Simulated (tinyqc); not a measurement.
CCD on RHF in the sto-3g basis, frozen core, for BeH2, spin multiplicity 1, step by step. Computed by tinyqc, a small Python program that keeps every step (integrals from PySCF). Settings: charge = 0, multiplicity = 1, basis = sto-3g, method = RHF, frozen orbitals = 1, energy threshold = 1e-10, iteration cap = 50, orthogonalisation = symmetric, start = atomic densities, DIIS depth = 6, amplitude equations = CCD, DIIS depth for amplitudes = 0, cap on updates = 51. Command: `OMP_NUM_THREADS=1 python tinyqc.py 29545 29546 out.jsonl` (the two numbers bound the seeds that draw the settings). One thread of a shared host (Intel(R) Xeon(R) Processor @ 2.60GHz), about 0.1 s of CPU time with the checks. The early iterations of the SCF are left out here.

## One-electron integrals

Geometry (angstrom):
```
atom        x         y        z
Be    0.00000   0.00000  0.00000
H     0.00000   1.52000  0.00000
H     0.00000  -1.52000  0.00000
```

Basis sto-3g: exponents (1/bohr^2) and contraction coefficients of normalised primitives:
```
element  l (shell)  exponent  coefficient
Be           s (1)  30.16787      0.15433
Be           s (1)   5.49512      0.53533
Be           s (1)   1.48719      0.44463
Be           s (2)   1.31483     -0.09997
Be           s (2)   0.30554      0.39951
Be           s (2)   0.09937      0.70012
Be           p (3)   1.31483      0.15592
Be           p (3)   0.30554      0.60768
Be           p (3)   0.09937      0.39196
H            s (1)   3.42525      0.15433
H            s (1)   0.62391      0.53533
H            s (1)   0.16886      0.44463
```

Overlap, kinetic and nuclear-attraction integrals over the contracted functions; the nuclear repulsion is the sum of Za Zb / Rab.

nuclear repulsion = 2.9592147 hartree

overlap S, order 1Be 1s, 1Be 2s, 1Be 2px, 1Be 2py, 1Be 2pz, 2H 1s, 3H 1s:
```
[[1.00000, 0.25952, 0.00000, 0.00000, 0.00000, 0.04678, 0.04678],
 [0.25952, 1.00000, 0.00000, 0.00000, 0.00000, 0.38937, 0.38937],
 [0.00000, 0.00000, 1.00000, 0.00000, 0.00000, 0.00000, 0.00000],
 [0.00000, 0.00000, 0.00000, 1.00000, 0.00000, 0.47049, -0.47049],
 [0.00000, 0.00000, 0.00000, 0.00000, 1.00000, 0.00000, 0.00000],
 [0.04678, 0.38937, 0.00000, 0.47049, 0.00000, 1.00000, 0.01678],
 [0.04678, 0.38937, 0.00000, -0.47049, 0.00000, 0.01678, 1.00000]]
```

kinetic energy T (hartree), order 1Be 1s, 1Be 2s, 1Be 2px, 1Be 2py, 1Be 2pz, 2H 1s, 3H 1s:
```
[[6.69397, -0.03301, 0.00000, 0.00000, 0.00000, -0.01283, -0.01283],
 [-0.03301, 0.21111, 0.00000, 0.00000, 0.00000, 0.04428, 0.04428],
 [0.00000, 0.00000, 0.66059, 0.00000, 0.00000, 0.00000, 0.00000],
 [0.00000, 0.00000, 0.00000, 0.66059, 0.00000, 0.13809, -0.13809],
 [0.00000, 0.00000, 0.00000, 0.00000, 0.66059, 0.00000, 0.00000],
 [-0.01283, 0.04428, 0.00000, 0.13809, 0.00000, 0.76003, -0.00630],
 [-0.01283, 0.04428, 0.00000, -0.13809, 0.00000, -0.00630, 0.76003]]
```

nuclear attraction V (hartree), order 1Be 1s, 1Be 2s, 1Be 2px, 1Be 2py, 1Be 2pz, 2H 1s, 3H 1s:
```
[[-15.25738, -2.07994, 0.00000, 0.00000, 0.00000, -0.37322, -0.37322],
 [-2.07994, -2.98242, 0.00000, 0.00000, 0.00000, -1.07793, -1.07793],
 [0.00000, 0.00000, -2.89966, 0.00000, 0.00000, 0.00000, 0.00000],
 [0.00000, 0.00000, 0.00000, -3.09260, 0.00000, -1.26983, 1.26983],
 [0.00000, 0.00000, 0.00000, 0.00000, -2.89966, 0.00000, 0.00000],
 [-0.37322, -1.07793, 0.00000, -1.26983, 0.00000, -2.78809, -0.05542],
 [-0.37322, -1.07793, 0.00000, 1.26983, 0.00000, -0.05542, -2.78809]]
```

core Hamiltonian H = T + V (hartree), order 1Be 1s, 1Be 2s, 1Be 2px, 1Be 2py, 1Be 2pz, 2H 1s, 3H 1s:
```
[[-8.56340, -2.11296, 0.00000, 0.00000, 0.00000, -0.38605, -0.38605],
 [-2.11296, -2.77130, 0.00000, 0.00000, 0.00000, -1.03365, -1.03365],
 [0.00000, 0.00000, -2.23907, 0.00000, 0.00000, 0.00000, 0.00000],
 [0.00000, 0.00000, 0.00000, -2.43201, 0.00000, -1.13174, 1.13174],
 [0.00000, 0.00000, 0.00000, 0.00000, -2.23907, 0.00000, 0.00000],
 [-0.38605, -1.03365, 0.00000, -1.13174, 0.00000, -2.02805, -0.06171],
 [-0.38605, -1.03365, 0.00000, 1.13174, 0.00000, -0.06171, -2.02805]]
```

## Two-electron integrals

Functions are numbered as in S; the eight-fold symmetry (ij|kl) = (ji|kl) = (kl|ij) leaves the list below.

Two-electron integrals (ij|kl) in chemists' order, unique and non-zero (hartree):
```
(11|11) 2.29883    (21|11) 0.39204    (21|21) 0.07954    (22|11) 0.57099
(22|21) 0.14304    (22|22) 0.41768    (31|31) 0.01461    (32|31) 0.02189
(32|32) 0.09226    (33|11) 0.56958    (33|21) 0.14308    (33|22) 0.41759
(33|33) 0.44986    (41|41) 0.01461    (42|41) 0.02189    (42|42) 0.09226
(43|43) 0.02425    (44|11) 0.56958    (44|21) 0.14308    (44|22) 0.41759
(44|33) 0.40136    (44|44) 0.44986    (51|51) 0.01461    (52|51) 0.02189
(52|52) 0.09226    (53|53) 0.02425    (54|54) 0.02425    (55|11) 0.56958
(55|21) 0.14308    (55|22) 0.41759    (55|33) 0.40136    (55|44) 0.40136
(55|55) 0.44986    (61|11) 0.06978    (61|21) 0.01415    (61|22) 0.02567
(61|33) 0.02549    (61|41) 0.00125    (61|42) 0.00236    (61|44) 0.02604
(61|55) 0.02549    (61|61) 0.00264    (62|11) 0.17846    (62|21) 0.04541
(62|22) 0.14567    (62|33) 0.14004    (62|41) 0.00593    (62|42) 0.03720
(62|44) 0.15680    (62|55) 0.14004    (62|61) 0.00894    (62|62) 0.07736
(63|31) 0.00405    (63|32) 0.01924    (63|43) 0.00634    (63|63) 0.00686
(64|11) 0.19495    (64|21) 0.05019    (64|22) 0.16872    (64|33) 0.15874
(64|41) 0.00958    (64|42) 0.05771    (64|44) 0.18852    (64|55) 0.15874
(64|61) 0.01029    (64|62) 0.10164    (64|64) 0.13748    (65|51) 0.00405
(65|52) 0.01924    (65|54) 0.00634    (65|65) 0.00686    (66|11) 0.34659
(66|21) 0.08974    (66|22) 0.32328    (66|33) 0.30004    (66|41) 0.01335
(66|42) 0.10947    (66|44) 0.36950    (66|55) 0.30004    (66|61) 0.01806
(66|62) 0.22060    (66|64) 0.30699    (66|66) 0.77461    (71|11) 0.06978
(71|21) 0.01415    (71|22) 0.02567    (71|33) 0.02549    (71|41) -0.00125
(71|42) -0.00236   (71|44) 0.02604    (71|55) 0.02549    (71|61) 0.00241
(71|62) 0.00754    (71|64) 0.00806    (71|66) 0.01477    (71|71) 0.00264
(72|11) 0.17846    (72|21) 0.04541    (72|22) 0.14567    (72|33) 0.14004
(72|41) -0.00593   (72|42) -0.03720   (72|44) 0.15680    (72|55) 0.14004
(72|61) 0.00754    (72|62) 0.03903    (72|64) 0.04158    (72|66) 0.08174
(72|71) 0.00894    (72|72) 0.07736    (73|31) 0.00405    (73|32) 0.01924
(73|43) -0.00634   (73|63) 0.00268    (73|73) 0.00686    (74|11) -0.19495
(74|21) -0.05019   (74|22) -0.16872   (74|33) -0.15874   (74|41) 0.00958
(74|42) 0.05771    (74|44) -0.18852   (74|55) -0.15874   (74|61) -0.00806
(74|62) -0.04158   (74|64) -0.04305   (74|66) -0.08662   (74|71) -0.01029
(74|72) -0.10164   (74|74) 0.13748    (75|51) 0.00405    (75|52) 0.01924
(75|54) -0.00634   (75|65) 0.00268    (75|75) 0.00686    (76|11) 0.01042
(76|21) 0.00258    (76|22) 0.00731    (76|33) 0.00720    (76|44) 0.00751
(76|55) 0.00720    (76|61) 0.00046    (76|62) 0.00261    (76|64) 0.00307
(76|66) 0.00594    (76|71) 0.00046    (76|72) 0.00261    (76|74) -0.00307
(76|76) 0.00013    (77|11) 0.34659    (77|21) 0.08974    (77|22) 0.32328
(77|33) 0.30004    (77|41) -0.01335   (77|42) -0.10947   (77|44) 0.36950
(77|55) 0.30004    (77|61) 0.01477    (77|62) 0.08174    (77|64) 0.08662
(77|66) 0.17406    (77|71) 0.01806    (77|72) 0.22060    (77|74) -0.30699
(77|76) 0.00594    (77|77) 0.77461
```

## Orthogonalisation

S = U s U^T; symmetric (Loewdin) form X = U s^(-1/2) U^T, so that X^T S X = 1.

eigenvalues of S: [0.32619, 0.42164, 0.95219, 1.00000, 1.00000, 1.64295, 1.65703]

X, order 1Be 1s, 1Be 2s, 1Be 2px, 1Be 2py, 1Be 2pz, 2H 1s, 3H 1s:
```
[[1.02857, -0.15153, 0.00000, 0.00000, 0.00000, 0.02081, 0.02081],
 [-0.15153, 1.17954, 0.00000, 0.00000, 0.00000, -0.24552, -0.24552],
 [0.00000, 0.00000, 1.00000, 0.00000, 0.00000, 0.00000, 0.00000],
 [0.00000, 0.00000, 0.00000, 1.25774, 0.00000, -0.34436, 0.34436],
 [0.00000, 0.00000, 0.00000, 0.00000, 1.00000, 0.00000, 0.00000],
 [0.02081, -0.24552, 0.00000, -0.34436, 0.00000, 1.20345, -0.06657],
 [0.02081, -0.24552, 0.00000, 0.34436, 0.00000, -0.06657, 1.20345]]
```

## Iteration 7 (converged): orbitals

converged F (hartree), order 1Be 1s, 1Be 2s, 1Be 2px, 1Be 2py, 1Be 2pz, 2H 1s, 3H 1s:
```
[[-4.52700, -1.28921, 0.00000, 0.00000, 0.00000, -0.24013, -0.24013],
 [-1.28921, -0.60121, 0.00000, 0.00000, 0.00000, -0.35302, -0.35302],
 [0.00000, 0.00000, 0.21390, 0.00000, 0.00000, 0.00000, 0.00000],
 [0.00000, 0.00000, 0.00000, -0.16379, 0.00000, -0.30931, 0.30931],
 [0.00000, 0.00000, 0.00000, 0.00000, 0.21390, 0.00000, 0.00000],
 [-0.24013, -0.35302, 0.00000, -0.30931, 0.00000, -0.24707, -0.01990],
 [-0.24013, -0.35302, 0.00000, 0.30931, 0.00000, -0.01990, -0.24707]]
```

Diagonalise F' = X^T F X, C = X C', fill 3 alpha and 3 beta electrons from the bottom; D = 2 C_occ C_occ^T. Each column has its largest component positive (the first on a tie).

F' = X^T F X (hartree):
```
[[-4.41766, -0.69878, 0.00000, 0.00000, 0.00000, -0.01252, -0.01252],
 [-0.69878, -0.13854, 0.00000, 0.00000, 0.00000, -0.28883, -0.28883],
 [0.00000, 0.00000, 0.21390, 0.00000, 0.00000, 0.00000, 0.00000],
 [0.00000, 0.00000, 0.00000, 0.22289, 0.00000, -0.39715, 0.39715],
 [0.00000, 0.00000, 0.00000, 0.00000, 0.21390, 0.00000, 0.00000],
 [-0.01252, -0.28883, 0.00000, -0.39715, 0.00000, 0.05608, -0.07977],
 [-0.01252, -0.28883, 0.00000, 0.39715, 0.00000, -0.07977, 0.05608]]
```

orbital energies (hartree): [-4.53037, -0.42531, -0.38397, 0.21390, 0.21390, 0.37579, 0.74271]

coefficients C, order 1Be 1s, 1Be 2s, 1Be 2px, 1Be 2py, 1Be 2pz, 2H 1s, 3H 1s:
```
[[0.99183, -0.21401, 0.00000, 0.00000, 0.00000, -0.22859, 0.00000],
 [0.03134, 0.59801, 0.00000, 0.00000, 0.00000, 1.08455, 0.00000],
 [0.00000, 0.00000, 0.00000, -0.47922, 0.87769, 0.00000, 0.00000],
 [0.00000, 0.00000, 0.49690, 0.00000, 0.00000, 0.00000, 1.25386],
 [0.00000, 0.00000, 0.00000, 0.87769, 0.47922, 0.00000, 0.00000],
 [-0.00375, 0.39245, 0.42518, 0.00000, 0.00000, -0.74360, -0.86272],
 [-0.00375, 0.39245, -0.42518, 0.00000, 0.00000, -0.74360, 0.86272]]
```

D after iteration 7, order 1Be 1s, 1Be 2s, 1Be 2px, 1Be 2py, 1Be 2pz, 2H 1s, 3H 1s:
```
[[2.05907, -0.19379, 0.00000, 0.00000, 0.00000, -0.17542, -0.17542],
 [-0.19379, 0.71720, 0.00000, 0.00000, 0.00000, 0.46914, 0.46914],
 [0.00000, 0.00000, 0.00000, 0.00000, 0.00000, 0.00000, 0.00000],
 [0.00000, 0.00000, 0.00000, 0.49382, 0.00000, 0.42254, -0.42254],
 [0.00000, 0.00000, 0.00000, 0.00000, 0.00000, 0.00000, 0.00000],
 [-0.17542, 0.46914, 0.00000, 0.42254, 0.00000, 0.66962, -0.05349],
 [-0.17542, 0.46914, 0.00000, -0.42254, 0.00000, -0.05349, 0.66962]]
```

Within a degenerate level the vectors are fixed only up to a rotation; this is one choice.

## Convergence

Stop when the energy changes by less than 1e-10 hartree and every element of the error matrix X^T (F D S - S D F) X is below 3e-06.

Course of the cycle:
```
iteration  E (hartree)     change  largest element of the error matrix
1          -15.3105311          -                             2.95e-01
2          -15.5087440  -1.98e-01                             1.03e-01
3          -15.5263690  -1.76e-02                             1.61e-02
4          -15.5271245  -7.55e-04                             6.91e-04
5          -15.5271253  -8.05e-07                             1.08e-05
6          -15.5271253  -2.32e-10                             5.76e-07
7          -15.5271253  -5.19e-13                             2.38e-07
```

PySCF RHF in the same basis = -15.5271253 hartree

Converged in 7 iterations.

## Integrals over molecular orbitals

(pq|rs) = sum C_ip C_jq C_kr C_ls (ij|kl), one index at a time.

one-electron integrals over orbitals h = C^T H C (hartree):
```
[[-8.55202, 0.21089, 0.00000, 0.00000, 0.00000, 0.20325, 0.00000],
 [0.21089, -2.32682, 0.00000, 0.00000, 0.00000, -0.23158, 0.00000],
 [0.00000, 0.00000, -2.26785, 0.00000, 0.00000, 0.00000, -0.30908],
 [0.00000, 0.00000, 0.00000, -2.23907, 0.00000, 0.00000, 0.00000],
 [0.00000, 0.00000, 0.00000, 0.00000, -2.23907, 0.00000, 0.00000],
 [0.20325, -0.23158, 0.00000, 0.00000, 0.00000, -1.89859, 0.00000],
 [0.00000, 0.00000, -0.30908, 0.00000, 0.00000, 0.00000, -1.85359]]
```

Two-electron integrals over orbitals (pq|rs), unique and non-zero (hartree); the lowest 1 orbital is frozen and left out:
```
(22|22) 0.37854    (32|32) 0.15993    (33|22) 0.39070    (33|33) 0.41405
(42|42) 0.04770    (43|43) 0.01286    (44|22) 0.35634    (44|33) 0.33912
(44|44) 0.44986    (52|52) 0.04770    (53|53) 0.01286    (54|54) 0.02425
(55|22) 0.35634    (55|33) 0.33912    (55|44) 0.40136    (55|55) 0.44986
(62|22) -0.01642   (62|33) -0.04201   (62|44) 0.06481    (62|55) 0.06481
(62|62) 0.08211    (63|32) -0.09240   (63|63) 0.08624    (64|42) 0.04675
(64|64) 0.04966    (65|52) 0.04675    (65|65) 0.04966    (66|22) 0.37992
(66|33) 0.39103    (66|44) 0.35537    (66|55) 0.35537    (66|62) -0.02879
(66|66) 0.39648    (72|32) -0.04002   (72|63) 0.06234    (72|72) 0.05715
(73|22) -0.00023   (73|33) -0.01808   (73|44) 0.06839    (73|55) 0.06839
(73|62) 0.07772    (73|66) -0.02133   (73|73) 0.08630    (74|43) 0.01337
(74|74) 0.01689    (75|53) 0.01337    (75|75) 0.01689    (76|32) 0.14039
(76|63) -0.09207   (76|72) -0.04886   (76|76) 0.13737    (77|22) 0.40536
(77|33) 0.42203    (77|44) 0.38007    (77|55) 0.38007    (77|62) -0.02203
(77|66) 0.41504    (77|73) 0.00103    (77|77) 0.46050
```

## CCD: starting amplitudes

t_ij^ab = <ij||ab> / (e_i + e_j - e_a - e_b), whose energy is MP2.

Starting amplitudes (spin orbitals 1a, 1b, ...; amplitudes related by a flip of all spins are not repeated):
```
from      to         t
3a 3b  6a 6b  -0.05676
2a 2b  6a 6b  -0.05124
2a 3b  6a 7b  -0.04032
3a 3b  7a 7b  -0.03830
2a 2b  5a 5b  -0.03731
2a 2b  4a 4b  -0.03731
2a 3b  6b 7a   0.03234
2a 2b  7a 7b  -0.02446
3a 3b  5a 5b  -0.01075
3a 3b  4a 4b  -0.01075
2a 3a  6a 7a  -0.00798
```

correlation energy = -0.0281866 hartree

## CCD: amplitude update 1

t_ij^ab D_ij^ab are set to the remaining terms of the spin-orbital equations, evaluated with the old amplitudes; for the doubles these are <ij||ab> + 1/2 <ab||ef> t_ij^ef + 1/2 <mn||ij> t_mn^ab + P(ij)P(ab) <mb||ej> t_im^ae + terms in t^2, D the orbital-energy denominators.

Amplitudes after update 1 (spin orbitals 1a, 1b, ...; amplitudes related by a flip of all spins are not repeated):
```
from      to         t
3a 3b  6a 6b  -0.07967
2a 2b  6a 6b  -0.06725
2a 3b  6a 7b  -0.05617
3a 3b  7a 7b  -0.04937
2a 3b  6b 7a   0.04714
2a 2b  5a 5b  -0.04706
2a 2b  4a 4b  -0.04706
2a 2b  7a 7b  -0.03267
2a 3a  6a 7a  -0.00903
3a 3b  5a 5b  -0.00689
3a 3b  4a 4b  -0.00689
```

correlation energy = -0.0380741 hartree

## CCD: amplitude update 2

As before.

Amplitudes after update 2 (spin orbitals 1a, 1b, ...; amplitudes related by a flip of all spins are not repeated):
```
from      to         t
3a 3b  6a 6b  -0.08989
2a 2b  6a 6b  -0.07280
2a 3b  6a 7b  -0.06176
3a 3b  7a 7b  -0.05313
2a 3b  6b 7a   0.05270
2a 2b  5a 5b  -0.05004
2a 2b  4a 4b  -0.05004
2a 2b  7a 7b  -0.03609
2a 3a  6a 7a  -0.00906
3a 3b  5a 5b  -0.00322
3a 3b  4a 4b  -0.00322
```

correlation energy = -0.0416853 hartree

## CCD: amplitude update 3

As before.

Amplitudes after update 3 (spin orbitals 1a, 1b, ...; amplitudes related by a flip of all spins are not repeated):
```
from      to         t
3a 3b  6a 6b  -0.09438
2a 2b  6a 6b  -0.07456
2a 3b  6a 7b  -0.06388
2a 3b  6b 7a   0.05481
3a 3b  7a 7b  -0.05434
2a 2b  5a 5b  -0.05117
2a 2b  4a 4b  -0.05117
2a 2b  7a 7b  -0.03747
2a 3a  6a 7a  -0.00907
3a 3b  5a 5b  -0.00113
3a 3b  4a 4b  -0.00113
```

correlation energy = -0.0430465 hartree

## CCD: convergence

E_corr = 1/4 sum <ij||ab> t_ij^ab; stop when the norm of the change is below 1e-8.

Course of the amplitude iterations:
```
update  correlation energy (hartree)  norm of the change
0                         -0.0281866                   -
1                         -0.0380741            9.24e-02
2                         -0.0416853            3.63e-02
3                         -0.0430465            1.49e-02
4                         -0.0435749            6.35e-03
5                         -0.0437849            2.81e-03
6                         -0.0438700            1.30e-03
7                         -0.0439052            6.35e-04
8                         -0.0439200            3.23e-04
9                         -0.0439264            1.70e-04
10                        -0.0439293            9.12e-05
11                        -0.0439306            4.97e-05
12                        -0.0439312            2.74e-05
13                        -0.0439315            1.51e-05
14                        -0.0439316            8.41e-06
15                        -0.0439317            4.68e-06
16                        -0.0439317            2.61e-06
17                        -0.0439317            1.46e-06
18                        -0.0439318            8.13e-07
19                        -0.0439318            4.54e-07
20                        -0.0439318            2.54e-07
21                        -0.0439318            1.42e-07
22                        -0.0439318            7.93e-08
23                        -0.0439318            4.44e-08
24                        -0.0439318            2.48e-08
25                        -0.0439318            1.39e-08
26                        -0.0439318            7.77e-09
```

Converged amplitudes (spin orbitals 1a, 1b, ...; amplitudes related by a flip of all spins are not repeated):
```
from      to         t
3a 3b  6a 6b  -0.09817
2a 2b  6a 6b  -0.07493
2a 3b  6a 7b  -0.06531
2a 3b  6b 7a   0.05602
3a 3b  7a 7b  -0.05475
2a 2b  5a 5b  -0.05225
2a 2b  4a 4b  -0.05225
2a 2b  7a 7b  -0.03854
2a 3a  6a 7a  -0.00929
3a 3b  5a 5b   0.00091
3a 3b  4a 4b   0.00091
```

CCD total energy = -15.5710570 hartree

Converged in 26 updates.
